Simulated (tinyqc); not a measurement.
From results back to parameters: Penn model of the dielectric constant and Phillips ionicity. Two cases, with inputs chosen for the exercise.

Problem. eps was computed from a and a hidden C.

n = 32/a^3; Ep^2 = 8 pi c e2 n with c = hbar^2/2m0, e2 = e^2/(4 pi eps0); EF = c (3 pi^2 n)^(2/3); eps = 1 + (Ep/Eg)^2 S with S = 1 - Eg/(4 EF) + (Eg/(4 EF))^2/3, Eg the Penn gap. Core d shells are left out.

Phillips: bond length d = sqrt(3) a/4; homopolar gap Eh = 39.74 d^(-2.48) eV (d in angstrom); Eg^2 = Eh^2 + C^2; ionicity fi = C^2/Eg^2.

Constants: hbar^2/2m0 = 3.80998211 eV angstrom^2; e^2/(4 pi eps0) = 14.39964547 eV angstrom.

Find: Eg; Eh; C; fi.

Method. eps falls steadily with Eg, so one Eg fits; C^2 = Eg^2 - Eh^2.

Case 1.

Values chosen (out of a larger set: near those of SiC; not measured data): a = 4.369 angstrom (cubic lattice constant, 32 valence electrons a cell).

eps = 6.88416

Solution.

Eg = 8.938 eV
Eh = 8.176 eV
C = 3.61 eV
fi = 0.163

Case 2.

Values chosen (out of a larger set: near those of GaN; not measured data): a = 4.514 angstrom (cubic lattice constant, 32 valence electrons a cell).

eps = 4.97218

Solution.

Eg = 10.221 eV
Eh = 7.540 eV
C = 6.90 eV
fi = 0.456

Computed by tinyqc, one run a case: `OMP_NUM_THREADS=1 python tinyqc.py N N+1 out.jsonl` with N = 1681136, 1681137; one thread of a shared Intel(R) Xeon(R) Processor @ 2.30GHz, about 0.01 s a run at most.
